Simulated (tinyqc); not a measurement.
Born-Oppenheimer dynamics on the RHF/sto-3g surface (energies and gradients from PySCF), for BeH2, spin multiplicity 1, step by step. Computed by tinyqc, a small Python program that keeps every step (integrals from PySCF). Settings: charge = 0, multiplicity = 1, basis = sto-3g, time step (fs) = 1.0, steps = 24. Command: `OMP_NUM_THREADS=1 python tinyqc.py 30445 30446 out.jsonl` (the two numbers bound the seeds that draw the settings). One thread of a shared host (Intel(R) Xeon(R) Processor @ 2.60GHz), about 1 s of CPU time with the checks.

positions (bohr):
```
             x          y          z
1Be   0.032125  -0.005669  -0.011338
2H   -0.132281   2.396173   0.017008
3H    0.017008  -2.341371  -0.013228
```

The total energy should stay constant up to terms of order dt^2; the step counts as short enough if it moves by less than 2 % of the largest kinetic energy.

Trajectory:
```
time (fs)  1Be-2H (angstrom)  potential (hartree)  kinetic (hartree)  total (hartree)
0.000000            1.274062         -15.55970464         0.00325852     -15.55644612
1.000000            1.274992         -15.55882443         0.00243099     -15.55639344
2.000000            1.278970         -15.55900481         0.00258282     -15.55642199
3.000000            1.285057         -15.55983581         0.00334146     -15.55649435
4.000000            1.292275         -15.56024449         0.00371750     -15.55652700
5.000000            1.299609         -15.55969516         0.00319637     -15.55649880
6.000000            1.305992         -15.55856525         0.00211978     -15.55644547
7.000000            1.310403         -15.55765329         0.00124639     -15.55640690
8.000000            1.312027         -15.55755651         0.00115255     -15.55640396
9.000000            1.310402         -15.55832151         0.00188388     -15.55643762
10.000000           1.305527         -15.55942681         0.00293775     -15.55648906
11.000000           1.297887         -15.56009570         0.00357528     -15.55652042
12.000000           1.288445         -15.55988628         0.00339040     -15.55649589
13.000000           1.278608         -15.55919268         0.00276227     -15.55643041
14.000000           1.270175         -15.55897206         0.00257319     -15.55639887
15.000000           1.265140         -15.55967628         0.00323532     -15.55644095
16.000000           1.265210         -15.56070733         0.00420473     -15.55650261
17.000000           1.271136         -15.56115739         0.00463560     -15.55652179
18.000000           1.282226         -15.56071515         0.00421964     -15.55649551
19.000000           1.296375         -15.55976352         0.00331007     -15.55645345
20.000000           1.310597         -15.55894964         0.00252645     -15.55642318
21.000000           1.321766         -15.55874468         0.00232413     -15.55642054
22.000000           1.327289         -15.55918495         0.00273728     -15.55644767
23.000000           1.325593         -15.55984603         0.00335703     -15.55648900
24.000000           1.316423         -15.56010235         0.00358971     -15.55651264
```

Is the time step short enough?

No. The total energy moves within 1.3e-04 hartree; that is over 2 % of the largest kinetic energy, so the time step is too long.
